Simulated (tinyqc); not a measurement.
Free and trapped electrons in a MOS channel with a dense trap tail: one step of the calculation.

p-type body, charge-sheet picture, full ionisation (an idealisation for deep acceptors), Boltzmann statistics for free electrons. e = Ec - EF at the surface. Acceptor-like traps of density D(E) = D0 + De exp(-E/Ew) at depth E below Ec, from 0 to Eu, hold n_t = integral of D(E)/(1 + exp((e - E)/Vt)). psi = Eg - Vt ln(Nv/Na) - e; N_dep = sqrt(2 eps0 eps_r Na (psi - Vt)/q); n_f = sqrt(N_dep^2 + 2 eps0 eps_r Vt Nc exp(-e/Vt)/q) - N_dep; Vg = Vfb + psi + q (N_dep + n_t + n_f)/Cox, Cox = eps0 eox/tox.

Task. Trapped charge. Trapezoid rule on 16 equal steps from 0 to Eu, f = 1/(1 + exp((e - E)/Vt)).

Parameters, values chosen for the exercise; band and dielectric values close to those of 4H silicon carbide:

| symbol | value | unit | meaning |
|---|---|---|---|
| T | 475 | K | temperature |
| D0 | 2.3e11 | cm^-2 eV^-1 | constant background density of acceptor-like traps |
| De | 5.6e13 | cm^-2 eV^-1 | density of the tail at the conduction edge |
| Ew | 0.13 | eV | decay energy of the tail |
| Eu | 0.99 | eV | depth below Ec down to which the traps reach |
| e | 0.27 | eV | Ec - EF at the surface |

Constants: q = 1.602176634e-19 C, kB = 1.380649e-23 J/K, Vt = kB T/q. Results are converted to the units shown.

Give: E; D(E) f; n_t.

Result.

```
point    E (eV)  D(E) f (cm^-2 eV^-1)
0             0             7.6676e10
1      0.061875             2.1550e11
2       0.12375             5.9652e11
3       0.18563             1.5424e12
4       0.24750             3.1374e12
5       0.30938             3.9170e12
6       0.37125             3.1824e12
7       0.43312             2.1902e12
8       0.49500             1.4671e12
9       0.55688             1.0015e12
10      0.61875             7.0972e11
11      0.68063             5.2811e11
12      0.74250             4.1522e11
13      0.80437             3.4508e11
14      0.86625             3.0150e11
15      0.92812             2.7442e11
16      0.99000             2.5760e11
```

n_t = 1.2370e12 cm^-2

tinyqc, about 0.02 s, one thread, Intel Xeon 2.30GHz (shared host): `OMP_NUM_THREADS=1 python tinyqc.py 2222153 2222154 out.jsonl`
